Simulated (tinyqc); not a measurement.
Heavy doping: band filling, gap narrowing, band tails and the effective intrinsic density: one step, computed by the program tinyqc. Command: `OMP_NUM_THREADS=1 python tinyqc.py 3027804 3027805 out.jsonl gapnarrow walk`. One thread of a shared host (Intel(R) Xeon(R) Processor @ 2.30GHz), about 0.02 s of CPU time with the checks.

An n-type crystal above its Mott density, with all dopants ionised: n = N_D - N_A, ionised centres N_I = N_D + N_A. Valleys are taken as spherical with mass m_e.

Question. Screening, narrowing and potential fluctuations. Screening: q^2 = (e/(eps eps_0)) dn/dE_F. Exchange lowers the conduction band by (1/pi) k_F e^2/(4 pi eps_0 eps) (T = 0 Hartree-Fock at k_F, taken as a rigid shift). Screening raises the valence band by (q/2) e^2/(4 pi eps_0 eps) (static Coulomb hole). The narrowing is the sum; electron correlation and carrier-ion shifts are left out. Root-mean-square potential of randomly placed ions: V_rms = (e^2/(4 pi eps_0 eps)) sqrt(2 pi N_I/q).

Inputs (values chosen for the exercise, for a model semiconductor):

| quantity | value | unit |
|---|---|---|
| valleys M_c | 1 | - |
| dielectric constant eps | 7.63 | - |
| donor density N_D | 6.9e+19 | cm^-3 |
| compensation ratio N_A/N_D | 0.1 | - |
| temperature T | 300 | K |

Conduction band: non-parabolic (Kane).

n = 6.21e+19 cm^-3

dn/dE_F = 3.369889e+20 cm^-3/eV

Constants: e = 1.602176634e-19 C; eps_0 = 8.8541878128e-12 F/m; e^2/(4 pi eps_0) = 14.39964548 eV angstrom; k_B = 8.617333262e-05 eV/K.

Give: screening length 1/q; exchange term; Coulomb-hole term; gap narrowing; V_rms.

Answer.

screening length 1/q = 11.19 angstrom

exchange term = 73.59 meV

Coulomb-hole term = 84.36 meV

gap narrowing = 158.0 meV

V_rms = 137.8 meV

Caution: the screening length is well below a*, where static Thomas-Fermi screening overstates the Coulomb hole.
